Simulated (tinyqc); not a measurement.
Minority carriers and saturation current of a heavily doped emitter: one step of the calculation.

n-type, parabolic bands, full ionisation. eta = (EF - Ec)/kB T solves N = Nc F12(eta), F12(x) = (2/sqrt(pi)) int_0^infinity sqrt(u)/(1 + exp(u - x)) du. The gap shrinks rigidly by dEg = E1 [ln(N/N0) + sqrt(ln^2(N/N0) + 0.5)], an empirical law that is here taken as the true narrowing.

Problem. Saturation current. 1/tau = Cn N^2 + 1/ts, D = mup Vt, L = sqrt(D tau); J0 = (q p0 D/L)(s + tanh(W/L))/(1 + s tanh(W/L)), s = S L/D; the share recombining inside is 1 - 1/[cosh(W/L)(1 + tanh(W/L)/s)].

Parameters, values chosen for the exercise; band and dielectric values close to those of silicon:
```
symbol,value,unit,meaning
T,400,K,temperature
N,1.8e19,cm^-3,ionised donor density
mup,130,cm^2/(V s),minority-hole mobility
Cn,2.7e-31,cm^6/s,Auger coefficient
ts,0.091,us,defect lifetime
W,540,nm,emitter width
S,76000,cm/s,recombination velocity at the contact
```

Constants: q = 1.602176634e-19 C, kB = 1.380649e-23 J/K, Vt = kB T/q. Results are converted to the units shown.

p0 = 3.3427650e6 cm^-3

Wanted: tau; L; s; J0; share recombining inside.

Solution.

tau = 10.155 ns
L = 2133.2 nm
s = 3.6181
J0 = 2.2929e7 fA/cm^2
share recombining inside = 9.3320 %

The emitter is transparent: most holes reach the contact.

Range of the model: Band tails, non-parabolic bands and incomplete ionisation are left out.

Numbers from tinyqc (`OMP_NUM_THREADS=1 python tinyqc.py 2330155 2330156 out.jsonl`; about 0.01 s on one thread of a shared Intel Xeon 2.30GHz).
